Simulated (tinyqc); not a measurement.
From results back to parameters: defect, radiative and Auger recombination at equal electron and hole densities (ABC model). Two cases, with inputs chosen for the exercise.

Problem. The peak efficiency, the current at the peak and the differential lifetime there, tau_p = 1/(Ae + 2 B n_p + 3 C n_p^2), are given; Ae, B and C are hidden. n_p = sqrt(Ae/C), Q = B/sqrt(Ae C), IQE_max = Q/(Q + 2).

J/(e d) = Ae n + B n^2 + C n^3 with Ae = A + 4 S/w (four side walls, carriers spread evenly), e = 1.602176634e-19 C, lengths in cm; internal efficiency IQE = B n^2/(Ae n + B n^2 + C n^3); all injected carriers recombine in the layer.

Case 1.

Values chosen (out of a larger set: orders of magnitude like those quoted for Si; not measured data): d = 91000 nm (active thickness).

IQE_max = 0.0274488
J at the peak = 17.6013 A/cm^2
tau_p = 9351.45 ns

Case 2.

Values chosen (out of a larger set: orders of magnitude like those quoted for GaN; not measured data): d = 3.2 nm (active thickness).

IQE_max = 0.486434
J at the peak = 8.19238 A/cm^2
tau_p = 22.5248 ns

Find: Q; Ae; n_p; B; C.

Solution. Q = 2 IQE/(1 - IQE). At the peak B n = Q Ae and C n^2 = Ae, so 1/tau_p = Ae (4 + 2Q) and J = e d Ae n_p (2 + Q); B and C follow.

Case 1.

Q = 0.0564
Ae = 2.60e+04 1/s
n_p = 2.26e+17 1/cm^3
B = 6.5e-15 cm^3/s
C = 5.1e-31 cm^6/s

Case 2.

Q = 1.89
Ae = 5.70e+06 1/s
n_p = 7.20e+18 1/cm^3
B = 1.5e-12 cm^3/s
C = 1.1e-31 cm^6/s

Computed by tinyqc, one run a case: `OMP_NUM_THREADS=1 python tinyqc.py N N+1 out.jsonl` with N = 1682363, 1682366; one thread of a shared Intel(R) Xeon(R) Processor @ 2.30GHz, about 0.01 s a run at most.
